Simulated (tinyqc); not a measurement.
From results back to parameters: four-band model of biased bilayer graphene near K. Two cases, with inputs chosen for the exercise.

Problem. With g1 the hopping between the dimer sites, v0 the velocity of one layer (hbar v) and no skew hoppings, the direct gap at K is U and the smallest gap is U g1/sqrt(U^2 + g1^2), on a ring of radius (U/2 v0) sqrt((2 g1^2 + U^2)/(g1^2 + U^2)). The values below come from hidden g1 and v0.

Find: g1; v0.

Method. 1/gap^2 = 1/U^2 + 1/g1^2 gives g1; the radius then gives v0.

Case 1.

Values chosen (out of a larger set: near those used for Bernal bilayer graphene; not measured data): U = 0.18 eV (potential difference of the layers).

smallest gap = 0.1610860 eV
radius = 0.0196165 1/angstrom

Solution.

g1 = 0.361 eV
v0 = 6.157 eV angstrom

Case 2.

Values chosen (out of a larger set: near those used for Bernal bilayer graphene; not measured data): U = 0.1 eV (potential difference of the layers).

smallest gap = 0.0952282 eV
radius = 0.0108390 1/angstrom

Solution.

g1 = 0.312 eV
v0 = 6.370 eV angstrom

Computed by tinyqc, one run a case: `OMP_NUM_THREADS=1 python tinyqc.py N N+1 out.jsonl` with N = 1450251, 1450385; one thread of a shared Intel(R) Xeon(R) Processor @ 2.30GHz, about 0.06 s a run at most.
